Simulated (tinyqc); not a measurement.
# Channel mobility from two channel lengths

Problem. Two power MOSFETs differ only in channel length: R_on = R_rest + Lc (Wp + a)/(2 mch Cox Vov), Cox = 3.9 eps0/tox. Find mch and R_rest.

Inputs (values chosen for the exercise):
```
symbol  value  unit                                             meaning
tox        93    nm                    gate oxide thickness (eps_r 3.9)
Vov        13     V                                      gate overdrive
Wp          5    um  width of the p body in one cell, channels included
a         4.5    um                   gap between neighbouring p bodies
```

Constants: eps0 = 8.8541878128e-14 F/cm where lengths are in cm. Results are converted to the units shown.

R_on at Lc = 0.71 and 1.5 um (mohm cm^2): [5.1815547, 9.5004677]

Answer. R_on is a straight line in Lc; its slope gives mch and its intercept the rest.

mch = 18.0 cm^2/(V s)
R_rest = 1.30 mohm cm^2

Numbers from tinyqc (`OMP_NUM_THREADS=1 python tinyqc.py 2230004 2230005 out.jsonl`; about 0.01 s on one thread of a shared Intel Xeon 2.30GHz).
